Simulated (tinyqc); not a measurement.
Etch lag against aspect ratio: ion-assisted plasma etching: sheath, surface coverage, synergy and aspect-ratio dependence. Computed by tinyqc, a small Python program. Command: `OMP_NUM_THREADS=1 python tinyqc.py 3028908 3028909 out.jsonl etch walk`. One thread of a shared host (Intel(R) Xeon(R) Processor @ 2.30GHz), about 0.07 s of CPU time with the checks.

Radicals adsorb on bare sites; ions remove covered sites with a high yield and bare sites by sputtering; a slow spontaneous reaction acts everywhere, walls included.

Inputs (values chosen for the exercise, close to those used for silicon dioxide in a fluorocarbon plasma):
```
quantity,value,unit
plasma density n_e,3.7e+11,1/cm^3
electron temperature T_e,2.3,eV
ion mass M_i,69,u
sheath voltage V,270,V
radical density n,1.6e+14,1/cm^3
radical mass M_n,19,u
gas temperature T_g,400,K
sticking coefficient s,0.79,-
radicals per removed unit x,3,-
yield slope b,0.27,eV^(-1/2)
threshold E_th,6.6,eV
sputter slope b_p,0.016,eV^(-1/2)
sputter threshold E_p,39,eV
spontaneous reaction probability k_c,2.2e-06,-
solid density N,2.2e+22,1/cm^3
ion temperature T_i,0.47,eV
```

Feature: long trench.

Constants: e = 1.602176634e-19 C; u = 1.6605390666e-27 kg; k_B = 1.380649e-23 J/K; eps_0 = 8.8541878128e-12 F/m.

Method:
- Bohm speed u_B = sqrt(e T_e/M_i); ion flux G_i = 0.61 n_e u_B; radical flux G_n = n c/4 with c = sqrt(8 k_B T_g/(pi M_n)).
- Debye length lambda_D = sqrt(eps_0 T_e/(e n_s)) with n_s = 0.61 n_e, T_e in volts; Child-law sheath d = (sqrt2/3) lambda_D (2 V/T_e)^(3/4); ion energy E = V + T_e/2; angular spread = arctan(sqrt(T_i/E)).
- Yields: Y = b (sqrt(E) - sqrt(E_th)) on covered sites, Y_p = b_p (sqrt(E) - sqrt(E_p)) on bare ones (zero below threshold).
- Steady coverage: s G_n (1 - theta) = x Y G_i theta; removal flux = Y G_i theta + Y_p G_i (1 - theta) + k_c G_n; rate = flux/N, 1 cm/s = 6e8 nm/min.
- Lateral rate = k_c G_n/N; anisotropy = 1 - lateral/vertical; synergy = vertical/(ions alone + radicals alone), with ions alone Y_p G_i/N and radicals alone the lateral rate.
- Transmission of a long trench, rough form: K = (1 + ln(1 + A))/(1 + A + ln(1 + A)), walls that scatter diffusely without loss. With a loss probability S = s (1 - theta) at the floor, G_b/G_n = K/(K + S - K S); theta follows G_b, and the two are solved together. Ions are taken to reach the floor unshadowed; G_b replaces G_n in every term of the rate; A is depth over width.

yield Y = 3.75235

sputter yield Y_p = 0.163546

ion flux G_i = 4.04764e+16 1/(cm^2 s)

radical flux G_n = 2.67055e+18 1/(cm^2 s)

vertical rate = 3438.74 nm/min

coverage theta = 0.822387

Floor of the feature:
```
A,K,G_b/G_n,theta,rate (nm/min),relative rate
0.5,0.73760,0.95054,0.81486,3408.9,0.99132
1.0,0.62869,0.91842,0.80961,3388.1,0.98528
2.0,0.51203,0.86974,0.80108,3354.3,0.97544
5.0,0.35830,0.76191,0.77914,3267.4,0.95017
10.0,0.25361,0.62658,0.74367,3126.8,0.90929
20.0,0.16821,0.43585,0.66866,2829.6,0.82287
50.0,0.08978,0.19014,0.46819,2035.4,0.59190
100.0,0.05317,0.09204,0.29881,1364.4,0.39676
```

What does the comparison show, and why?

K falls by a factor 13.9 over the rows and the rate by 2.50. Among these rows the rate stays within 10 % of the open-field value up to A = 10, as near saturation the coverage changes little when G_b falls. Caution: an oxide etch rate above 2 um/min is far higher than usual in practice. Caution: rows with A above about 1/(2 tan(ion spread)) or 1/sqrt(k_c), often 10 to 30, are formal: ion shadowing, radical loss on the walls, redeposition of sputtered material and, in fluorocarbon plasmas, polymer growth are left out and add to the lag.
